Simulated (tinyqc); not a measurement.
Telling the models apart: thermal, flicker and telegraph noise of a field-effect transistor. Computed by tinyqc, a small Python program. Command: `OMP_NUM_THREADS=1 python tinyqc.py 3022055 3022056 out.jsonl noise walk`. One thread of a shared host (Intel(R) Xeon(R) Processor @ 2.30GHz), about 0.01 s of CPU time with the checks.

Strong inversion, threshold roll-off and channel-length modulation left out; noise sources are uncorrelated and are given as one-sided spectral densities.

Inputs (values chosen for the exercise, modelled on a silicon n-channel):
```
quantity                        value         unit
width W                           480   micrometre
length L                         2400           nm
electrical oxide thickness t      2.1           nm
mobility mu                       440   cm^2/(V s)
saturation velocity v_s           1.1     1e7 cm/s
oxide trap density N_t        3.5e+17  1/(eV cm^3)
oxide barrier phi                 1.8           eV
oxide mass m_ox                  0.33          m_0
Hooge parameter alpha_H       0.00026            -
frequency f                     90000           Hz
temperature T                     300            K
```

Operating region: saturation. Flicker model: Hooge.

Constants: eps_0 = 8.8541878128e-12 F/m; hbar = 1.054571817e-34 J s; m_0 = 9.1093837015e-31 kg; e = 1.602176634e-19 C; k_B = 8.617333262e-05 eV/K.

Method. C_ox = 3.9 eps_0/t; V_c = 2 v_s L/mu; I = W C_ox v_s V_ov^2/(V_ov + V_c); g_m = W C_ox v_s V_ov (V_ov + 2 V_c)/(V_ov + V_c)^2; g_d0 = mu C_ox (W/L) V_ov. Tunnelling length lambda = hbar/(2 sqrt(2 m_ox phi)); flat-band noise S_Vfb = e^2 k_B T lambda N_t/(W L C_ox^2 f). Hooge: S_I = I^2 alpha_H/(f N), N = W L C_ox V_ov/e (the source-end density).

Against the overdrive:
```
V_ov (V)  I (microampere)  (g_m/I)^2 (1/V^2)  S_I/I^2 (1/Hz)  S_I/g_m^2 (V^2/Hz)
0.20                 2847             98.367      1.2217e-16          1.2420e-18
0.25                 4430             62.701      9.7736e-17          1.5588e-18
0.32                 7216             38.054      7.6356e-17          2.0065e-18
0.40                11203             24.200      6.1085e-17          2.5242e-18
0.50                17364             15.366      4.8868e-17          3.1802e-18
0.63                27284              9.582      3.8784e-17          4.0477e-18
0.80                43411              5.865      3.0543e-17          5.2072e-18
1.00                66786              3.698      2.4434e-17          6.6070e-18
```

What follows from these numbers?

S_I/I^2 falls as V_ov^-1.00 at first and V_ov^-1.00 at the end; (g_m/I)^2 as V_ov^-2.02 and V_ov^-2.07. S_I/I^2 follows 1/N, so the input-referred noise rises by a factor 5.32, roughly as V_ov.
